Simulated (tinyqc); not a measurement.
Inside a calculation. Method: RHF in the 6-311g basis, for H2, spin multiplicity 1. One step of it, computed by the program tinyqc.

Question. Iteration 1: building the Fock matrix. J_ij = sum D_kl (ij|kl), K_ij = sum D_kl (ik|jl); F = H + J - 0.5 K; E = tr D H + tr D J / 2 - 0.25 tr D K + E_nn.

D at the start, lower triangle:
```
           1H 1s      1H 2s       1H 3s      2H 1s      2H 2s      2H 3s
1H 1s   0.428177
1H 2s   0.677788   1.072913
1H 3s  -2.402458  -3.803001   13.479958
2H 1s  -0.248480  -0.393334    1.394195   0.144198
2H 2s  -0.648105  -1.025927    3.636457   0.376109   0.980998
2H 3s   2.487232   3.937196  -13.955620  -1.443391  -3.764775  14.448066
```

core Hamiltonian H = T + V (hartree), lower triangle:
```
           1H 1s      1H 2s      1H 3s      2H 1s      2H 2s      2H 3s
1H 1s  -0.552018
1H 2s  -1.029429  -1.074906
1H 3s  -0.679283  -0.860567  -0.812522
2H 1s  -0.688739  -0.791712  -0.595960  -0.552018
2H 2s  -0.791712  -0.945343  -0.794492  -1.029429  -1.074906
2H 3s  -0.595960  -0.794492  -0.773333  -0.679283  -0.860567  -0.812522
```

Two-electron integrals (ij|kl) in chemists' order, unique and non-zero (hartree):
```
(11|11) 1.393035   (21|11) 0.822971   (21|21) 0.509703   (22|11) 0.822904
(22|21) 0.543028   (22|22) 0.644106   (31|11) 0.411256   (31|21) 0.257757
(31|22) 0.279868   (31|31) 0.130794   (32|11) 0.543681   (32|21) 0.365771
(32|22) 0.452669   (32|31) 0.189803   (32|32) 0.325140   (33|11) 0.494021
(33|21) 0.340115   (33|22) 0.445993   (33|31) 0.178035   (33|32) 0.331779
(33|33) 0.361682   (41|11) 0.328523   (41|21) 0.207027   (41|22) 0.225668
(41|31) 0.105159   (41|32) 0.153016   (41|33) 0.143356   (41|41) 0.112640
(42|11) 0.362672   (42|21) 0.241633   (42|22) 0.289427   (42|31) 0.124824
(42|32) 0.203514   (42|33) 0.200010   (42|41) 0.141043   (42|42) 0.200185
(43|11) 0.230358   (43|21) 0.155627   (43|22) 0.192108   (43|31) 0.080793
(43|32) 0.137055   (43|33) 0.137615   (43|41) 0.091568   (43|42) 0.135343
(43|43) 0.093047   (44|11) 0.727167   (44|21) 0.497577   (44|22) 0.621744
(44|31) 0.259124   (44|32) 0.443405   (44|33) 0.442870   (44|41) 0.328523
(44|42) 0.503032   (44|43) 0.345786   (44|44) 1.393035   (51|11) 0.503032
(51|21) 0.313494   (51|22) 0.337252   (51|31) 0.158814   (51|32) 0.227942
(51|33) 0.212870   (51|41) 0.141043   (51|42) 0.169426   (51|43) 0.109630
(51|44) 0.362672   (51|51) 0.200185   (52|11) 0.569112   (52|21) 0.379140
(52|22) 0.458775   (52|31) 0.196044   (52|32) 0.325561   (52|33) 0.325571
(52|41) 0.181441   (52|42) 0.248585   (52|43) 0.168295   (52|44) 0.569112
(52|51) 0.248585   (52|52) 0.359457   (53|11) 0.418288   (53|21) 0.284468
(53|22) 0.361150   (53|31) 0.148201   (53|32) 0.263138   (53|33) 0.275243
(53|41) 0.138237   (53|42) 0.199779   (53|43) 0.138507   (53|44) 0.466750
(53|51) 0.187993   (53|52) 0.290992   (53|53) 0.245822   (54|11) 0.497577
(54|21) 0.338698   (54|22) 0.423473   (54|31) 0.176249   (54|32) 0.303535
(54|33) 0.306498   (54|41) 0.207027   (54|42) 0.313494   (54|43) 0.216879
(54|44) 0.822971   (54|51) 0.241633   (54|52) 0.379140   (54|53) 0.314383
(54|54) 0.509703   (55|11) 0.621744   (55|21) 0.423473   (55|22) 0.538061
(55|31) 0.220695   (55|32) 0.391553   (55|33) 0.407687   (55|41) 0.225668
(55|42) 0.337252   (55|43) 0.235759   (55|44) 0.822904   (55|51) 0.289427
(55|52) 0.458775   (55|53) 0.390140   (55|54) 0.543028   (55|55) 0.644106
(61|11) 0.345786   (61|21) 0.216879   (61|22) 0.235759   (61|31) 0.110075
(61|32) 0.159959   (61|33) 0.150126   (61|41) 0.091568   (61|42) 0.109630
(61|43) 0.071053   (61|44) 0.230358   (61|51) 0.135343   (61|52) 0.168295
(61|53) 0.127503   (61|54) 0.155627   (61|55) 0.192108   (61|61) 0.093047
(62|11) 0.466750   (62|21) 0.314383   (62|22) 0.390140   (62|31) 0.163207
(62|32) 0.280649   (62|33) 0.287118   (62|41) 0.138237   (62|42) 0.187993
(62|43) 0.127503   (62|44) 0.418288   (62|51) 0.199779   (62|52) 0.290992
(62|53) 0.237564   (62|54) 0.284468   (62|55) 0.361150   (62|61) 0.138507
(62|62) 0.245822   (63|11) 0.438053   (63|21) 0.302006   (63|22) 0.397526
(63|31) 0.158174   (63|32) 0.296476   (63|33) 0.324920   (63|41) 0.134453
(63|42) 0.193211   (63|43) 0.134442   (63|44) 0.438053   (63|51) 0.193211
(63|52) 0.303904   (63|53) 0.261671   (63|54) 0.302006   (63|55) 0.397526
(63|61) 0.134442   (63|62) 0.261671   (63|63) 0.300923   (64|11) 0.259124
(64|21) 0.176249   (64|22) 0.220695   (64|31) 0.091716   (64|32) 0.158522
(64|33) 0.160769   (64|41) 0.105159   (64|42) 0.158814   (64|43) 0.110075
(64|44) 0.411256   (64|51) 0.124824   (64|52) 0.196044   (64|53) 0.163207
(64|54) 0.257757   (64|55) 0.279868   (64|61) 0.080793   (64|62) 0.148201
(64|63) 0.158174   (64|64) 0.130794   (65|11) 0.443405   (65|21) 0.303535
(65|22) 0.391553   (65|31) 0.158522   (65|32) 0.287944   (65|33) 0.306218
(65|41) 0.153016   (65|42) 0.227942   (65|43) 0.159959   (65|44) 0.543681
(65|51) 0.203514   (65|52) 0.325561   (65|53) 0.280649   (65|54) 0.365771
(65|55) 0.452669   (65|61) 0.137055   (65|62) 0.263138   (65|63) 0.296476
(65|64) 0.189803   (65|65) 0.325140   (66|11) 0.442870   (66|21) 0.306498
(66|22) 0.407687   (66|31) 0.160769   (66|32) 0.306218   (66|33) 0.340681
(66|41) 0.143356   (66|42) 0.212870   (66|43) 0.150126   (66|44) 0.494021
(66|51) 0.200010   (66|52) 0.325571   (66|53) 0.287118   (66|54) 0.340115
(66|55) 0.445993   (66|61) 0.137615   (66|62) 0.275243   (66|63) 0.324920
(66|64) 0.178035   (66|65) 0.331779   (66|66) 0.361682
```

nuclear repulsion = 0.74742544 hartree

Give: Coulomb J; exchange K; Fock matrix F; total energy of this density.

Answer.

Coulomb J (hartree), lower triangle:
```
        1H 1s   1H 2s   1H 3s   2H 1s   2H 2s   2H 3s
1H 1s  1.1291
1H 2s  0.7168  0.8382
1H 3s  0.3669  0.6036  0.6461
2H 1s  0.2967  0.3878  0.2637  0.8642
2H 2s  0.4436  0.6106  0.5083  0.5886  0.7659
2H 3s  0.3090  0.5241  0.5895  0.3075  0.5714  0.6353
```

exchange K (hartree), lower triangle:
```
         1H 1s   1H 2s   1H 3s    2H 1s   2H 2s   2H 3s
1H 1s   0.6476
1H 2s   0.3230  0.1716
1H 3s   0.1252  0.0752  0.0648
2H 1s  -0.0119  0.0067  0.0025   0.0931
2H 2s   0.1838  0.1003  0.0480   0.0216  0.0746
2H 3s   0.1672  0.0922  0.0676  -0.0126  0.0738  0.1116
```

Fock matrix F (hartree), lower triangle:
```
         1H 1s    1H 2s    1H 3s    2H 1s    2H 2s    2H 3s
1H 1s   0.2533
1H 2s  -0.4742  -0.3225
1H 3s  -0.3750  -0.2946  -0.1988
2H 1s  -0.3861  -0.4072  -0.3335   0.2657
2H 2s  -0.4400  -0.3849  -0.3102  -0.4517  -0.3463
2H 3s  -0.3706  -0.3164  -0.2176  -0.3655  -0.3261  -0.2331
```

total energy of this density = 0.811468 hartree
